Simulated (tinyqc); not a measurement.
Precursor delivery and alloy composition in metal-organic vapour-phase epitaxy: one step, computed by the program tinyqc. Command: `OMP_NUM_THREADS=1 python tinyqc.py 3010512 3010513 out.jsonl movpe walk`. One thread of a shared host (Intel(R) Xeon(R) Processor @ 2.30GHz), about 0.01 s of CPU time with the checks.

Carrier gas leaves each bubbler saturated. Group-III species cross a boundary layer and react at the surface; element 2 can also desorb. The film is (1)_(1-x) (2)_x V with a zinc-blende cell.

Task: Composition and growth rate. Loss of element 2 is r x with r = prefactor x exp(-energy/(k_B T)). Then x = (g2 - r x)/(g1 + g2 - r x), or r x^2 - (g1 + g2 + r) x + g2 = 0, smaller root; growth rate G = g1/(1 - x) layers/s; one layer is a/2 thick, 1 angstrom/s = 0.36 um/h. Temperatures in kelvin are T(C) + 273.15. Distribution coefficient = [x/(1 - x)]/[x_g/(1 - x_g)], x_g = g2/(g1 + g2).

Inputs (values chosen for the exercise, close to those used for InGaAs from TMGa and TMIn):
```
quantity,value,unit
source 1: bath temperature,-1,C
source 2: bath temperature,20,C
prefactor of the loss of element 2,4.6e+16,layers/s
energy of the loss,3.18,eV
lattice constant a,5.75,angstrom
growth temperature T,580,C
```

arrival rates (layers/s): g1 2.537059, g2 0.7592536

Constants: k_B = 8.617333262e-05 eV/K.

Give: loss rate r; solid share x; growth rate G; distribution coefficient.

Result:

loss rate r = 0.0075452 layers/s

solid share x = 0.22993

growth rate G = 3.4099 um/h

distribution coefficient = 0.99772

Desorption is negligible, so the solid copies the gas. Caution: the lattice constant is held fixed as x changes, delta does not respond to the flow, both precursors share one D and k_s, and gas-phase side reactions are left out.
